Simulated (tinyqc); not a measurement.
Worked calculation: Slater-Koster d bands of an fcc metal. Values are carried at full precision from step to step, so a last printed digit may differ when a step is redone from the rounded ones.

Slater-Koster d bands. For a bond with direction cosines (l, m, n) the 5 x 5 block is dds Ps + ddp Pp + ddd (1 - Ps - Pp), the projectors on sigma, pi and delta states about the bond; for instance <xy|xy> = 3 l^2 m^2 dds + (l^2 + m^2 - 4 l^2 m^2) ddp + (n^2 + l^2 m^2) ddd, <xy|yz> = 3 l m^2 n dds + l n (1 - 4 m^2) ddp + l n (m^2 - 1) ddd and <3z2-r2|3z2-r2> = (n^2 - (l^2 + m^2)/2)^2 dds + 3 n^2 (l^2 + m^2) ddp + (3/4)(l^2 + m^2)^2 ddd. H(k) sums the blocks times cos(k.R) over the neighbours; the d level is the zero of energy; k in 2 pi/a.

Parameters, chosen for this exercise (of the size met in Ru; shifted at random, so the results belong to these values and not to a real crystal): dds = -1.1 eV (dd sigma); ddp = 0.561 eV (dd pi); ddd = -0.154 eV (dd delta); k = (0.27, 0.49, 0.26) 2 pi/a (wave vector); Nd = 7 (d electrons per atom).

## The block of one bond

Direction (1,1,0)/sqrt2; its eigenvalues must be dds once, ddp twice and ddd twice.

block (eV), rows xy, yz, zx, x2-y2, 3z2-r2 and columns alike:
$$\begin{pmatrix}
-0.8635 & 0 & 0 & 0 & 0.4096 \\
0 & 0.2035 & 0.3575 & 0 & 0 \\
0 & 0.3575 & 0.2035 & 0 & 0 \\
0 & 0 & 0 & 0.5610 & 0 \\
0.4096 & 0 & 0 & 0 & -0.3905
\end{pmatrix}$$

## Levels at Gamma

Neighbours: twelve at (a/2)(1,1,0) and equivalents.

Summing the blocks at k = 0 gives E(t2g) = 3 dds + 4 ddp + 5 ddd, E(eg) = 1.5 dds + 6 ddp + 4.5 ddd.

levels (eV): t2g (threefold) -1.8260, eg (twofold) 1.0230

The t2g level lies lower, by 2.8490 eV.

## The Hamiltonian at one k

Sum over the neighbours.

H(k) (eV), rows xy, yz, zx, x2-y2, 3z2-r2 and columns alike:
$$\begin{pmatrix}
0.3143 & -0.7819 & -1.0419 & 0 & -1.2285 \\
-0.7819 & 0.3111 & -1.0721 & -1.0339 & 0.5969 \\
-1.0419 & -1.0721 & -1.5292 & 0.7759 & 0.4480 \\
0 & -1.0339 & 0.7759 & -0.2429 & -0.7106 \\
-1.2285 & 0.5969 & 0.4480 & -0.7106 & 0.5805
\end{pmatrix}$$

## Levels and character

Diagonalise H; t2g is xy, yz, zx and eg the other two.

levels (eV): [-2.6228, -1.3648, -0.4417, 1.3363, 2.5268]

weights, rows t2g, eg; columns band 1, band 2, band 3, band 4, band 5:
$$\begin{pmatrix}
0.976 & 0.299 & 0.482 & 0.725 & 0.518 \\
0.024 & 0.701 & 0.518 & 0.275 & 0.482
\end{pmatrix}$$

## Levels at points of symmetry

Coordinates: G (0, 0, 0), X (1, 0, 0), W (1, 0.5, 0), L (0.5, 0.5, 0.5), K (0.75, 0.75, 0); the others lie half way.

Levels (eV):
```
k        band 1  band 2  band 3  band 4  band 5
G        -1.826  -1.826  -1.826   1.023   1.023
G-X 0.5  -3.454  -1.562   0.814   0.814   2.244
X        -5.082  -4.147   3.454   3.454   3.465
W        -2.244  -0.814  -0.814   1.562   3.454
L        -2.860  -1.415  -1.415   2.845   2.845
L-G 0.5  -2.343  -0.907  -0.907   1.221   1.221
K        -3.574  -1.913   1.559   1.985   2.989
```

On these points the bands run from -5.082 (X) to 3.465 eV (X).

## Second moment and the rectangular band

mu2 = z (dds^2 + 2 ddp^2 + 2 ddd^2)/5 per orbital, with z = 12. A rectangular band with the same mu2 has width W = sqrt(12 mu2), Fermi level W (Nd/10 - 1/2) and bond energy -W Nd (10 - Nd)/20 (Friedel).

mu2 = 4.5285 eV^2
W = 7.3717 eV
Fermi level = 1.4743 eV
bond energy per atom = -7.7403 eV

The bond energy is the attractive part alone; the repulsion between atoms, left out, cancels a large share of it in the cohesive energy.

## Checks

- Levels at Gamma from the formulas against H(0): they agree to 1e-10 or better.
- Second moment from the formula against the mean square level on the mesh: both 4.52850.

Computed by tinyqc, a small Python program: `OMP_NUM_THREADS=1 python tinyqc.py 1450945 1450946 out.jsonl` (the numbers bound the seed that draws the inputs); one thread of a shared host (Intel(R) Xeon(R) Processor @ 2.30GHz), about 0.04 s for the whole set of steps.
